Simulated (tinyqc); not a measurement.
## MESFET, gradual channel with velocity saturation: effect of the saturation velocity on saturation

A uniformly doped n-type channel, depleted from the top by a Schottky gate; at channel potential V the depleted share of a is u = sqrt((Vbi - Vg + V)/Vp), s at the source. Electrons drift with v = mu E/(1 + mu E/vsat). Abrupt depletion edge, no series resistance, source at 0.

Vbi = phiB - Vt ln(Nc/Nd); Vp = q Nd a^2/(2 eps0 eps_r); G0 = q mu Nd a W/L; Z = mu Vp/(vsat L); s = sqrt((Vbi - Vg)/Vp). I = (G0 Vp/3) F/(1 + Z (u^2 - s^2)), F = 3 (u^2 - s^2) - 2 (u^3 - s^3), with u at V = Vd; Z = 0 gives constant mobility, for which u stops at 1. The current peaks at u = um, the root of (1 - u)(1 + Z (u^2 - s^2)) = Z F/3; beyond Vdsat = Vp (um^2 - s^2) it is held at that value. gm = G0 (um - s)/(1 + Z (um^2 - s^2)).

Values chosen for this exercise; material values those of a made-up semiconductor:
```
symbol    value        unit                                     meaning
T           250           K                                 temperature
eps_r      15.4              relative permittivity of the semiconductor
Nc      3.88e17       cm^-3      conduction-band density of states at T
Nd       1.4e17       cm^-3                donor density of the channel
a           140          nm                           channel thickness
mu         4400  cm^2/(V s)           low-field mobility at this doping
L            10          um                                 gate length
W            50          um                                  gate width
phiB       1.02           V                            Schottky barrier
Vg            0           V                                gate voltage
```

Constants: q = 1.602176634e-19 C, kB = 1.380649e-23 J/K, Vt = kB T/q, eps0 = 8.8541878128e-14 F/cm where lengths are in cm. Results are converted to the units shown.

The same in every row: Isat for Z = 0 (mA) = 0.4342.

Results:
```
vsat (cm/s)       Z      um  Vdsat (V)  Isat (mA)  gm (mS)
3e6           2.364  0.9482     0.4515     0.2439   0.6709
4.8e6         1.478  0.9618     0.4932     0.2881   0.8324
7.7e6        0.9212  0.9729     0.5279     0.3274   0.9877
1.2e7        0.5911  0.9810     0.5534     0.3577    1.115
3.1e7        0.2288  0.9918     0.5877     0.4001    1.307
5e7          0.1419  0.9947     0.5972     0.4122    1.365
```

Estimate the missing row, vsat = 2e7 cm/s.

Computed row:
```
vsat (cm/s)       Z      um  Vdsat (V)  Isat (mA)  gm (mS)
2e7          0.3547  0.9878     0.5749     0.3840    1.232
```

With this row back in the table: As vsat goes from 3e6 to 5e7 cm/s, Vdsat rises from 0.451 to 0.597 V, Isat rises from 0.244 to 0.412 mA and gm rises from 0.671 to 1.36 mS. Isat is 0.562 of the constant-mobility value in the first row and 0.949 in the last. In every row Nd is not small against Nc, so the Boltzmann form of Vbi is rough.

Computed by the program tinyqc: `OMP_NUM_THREADS=1 python tinyqc.py 2500001 2500002 out.jsonl`, one thread of a shared Intel Xeon 2.30GHz, about 0.04 s for the whole run.
